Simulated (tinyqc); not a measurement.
One-sided p+-n junction, ionisation integral and breakdown: two steps of the calculation.

A p+ layer at x < 0 and an n drift layer from x = 0. Depletion approximation, built-in voltage neglected. Local ionisation coefficients alpha_n = an exp(-(bn/E)^mx), alpha_p = ap exp(-(bp/E)^mx). Electrons move towards +x, holes towards x = 0.

Inputs (values chosen for the exercise); material values close to those of 4H silicon carbide: relative permittivity eps_r = 9.63; prefactor of the electron ionisation coefficient an = 1.67e8 1/cm; field constant for electrons bn = 3.43e7 V/cm; prefactor of the hole ionisation coefficient ap = 3.6e8 1/cm; field constant for holes bp = 2.63e7 V/cm; exponent mx = 1; donor density of the drift layer N = 7.8e16 cm^-3; reverse voltage V = 375 V; share of the depleted width that the grid covers fr = 0.4.

Constants: q = 1.602176634e-19 C, eps0 = 8.8541878128e-14 F/cm where lengths are in cm. Results are converted to the units shown.

Problem 1. Field and ionisation coefficients on a grid. W = sqrt(2 eps0 eps_r V/(q N)), peak field E0 = q N W/(eps0 eps_r), falling linearly to 0 at W. Grid: 10 equal steps from 0 to fr W.

Give: W; x; E; alpha_n; alpha_p.

Solution 1.

W = 2.262 um

```
point  x (um)  E (kV/cm)  alpha_n (1/cm)  alpha_p (1/cm)
0      0.0000       3315            5367         1.292e5
1      0.0905       3183            3488         9.284e4
2      0.1810       3050            2183         6.482e4
3      0.2715       2918            1309         4.380e4
4      0.3619       2785           748.1         2.851e4
5      0.4524       2652           404.1         1.778e4
6      0.5429       2520           204.6         1.055e4
7      0.6334       2387           96.05            5909
8      0.7239       2255           41.25            3091
9      0.8144       2122           15.94            1491
10     0.9048       1989           5.426           652.5
```

Problem 2. Ionisation integrals by the trapezoid rule. G(x) = integral from 0 to x of (alpha_n - alpha_p); I_n = integral of alpha_n exp(-G) (electrons injected at x = 0), I_p = integral of alpha_p exp(G(end) - G) (holes injected at the far edge); M = 1/(1 - I). All integrals by the trapezoid rule on the grid.

```
point      x (um)  alpha_n (1/cm)  alpha_p (1/cm)
0      0.00000000       5367.2745     1.2919960e5
1      0.09048480       3487.7635       92836.288
2      0.18096960       2183.0385       64817.510
3      0.27145440       1309.4143       43800.875
4      0.36193920       748.08577       28514.306
5      0.45242400       404.12260       17782.828
6      0.54290880       204.60841       10552.451
7      0.63339360       96.048491       5909.1206
8      0.72387840       41.249476       3090.7596
9      0.81436320       15.939045       1490.8206
10     0.90484801       5.4255699       652.47958
```

Wanted: G; alpha_n exp(-G); I_n; I_p; M_n; M_p.

Solution 2.

```
point       G  alpha_n exp(-G) (1e4 1/cm)
0       0.000                       0.537
1      -0.964                       0.915
2      -1.652                       1.139
3      -2.128                       1.099
4      -2.446                       0.863
5      -2.650                       0.572
6      -2.775                       0.328
7      -2.848                       0.166
8      -2.888                       0.074
9      -2.909                       0.029
10     -2.919                       0.010
```

I_n = 0.4940
I_p = 0.9554
M_n = 1.976
M_p = 22.43

Computed by the program tinyqc: `OMP_NUM_THREADS=1 python tinyqc.py 2120059 2120060 out.jsonl`, one thread of a shared Intel Xeon 2.30GHz, about 0.05 s for the whole run.
